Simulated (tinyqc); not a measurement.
RHF in the sto-3g basis, for H3+, spin multiplicity 1, step by step. One step of it, computed by the program tinyqc.

Task: Orthogonalisation. S = U s U^T; symmetric (Loewdin) form X = U s^(-1/2) U^T, so that X^T S X = 1.

overlap S, lower triangle:
```
          1H 1s     2H 1s     3H 1s
1H 1s  1.000000
2H 1s  0.469228  1.000000
3H 1s  0.468951  0.469236  1.000000
```

Give: eigenvalues of S; X.

Result:

eigenvalues of S: 0.5307  0.5310  1.9383

X, lower triangle:
```
         1H 1s    2H 1s   3H 1s
1H 1s   1.1544
2H 1s  -0.2182   1.1545
3H 1s  -0.2179  -0.2182  1.1544
```
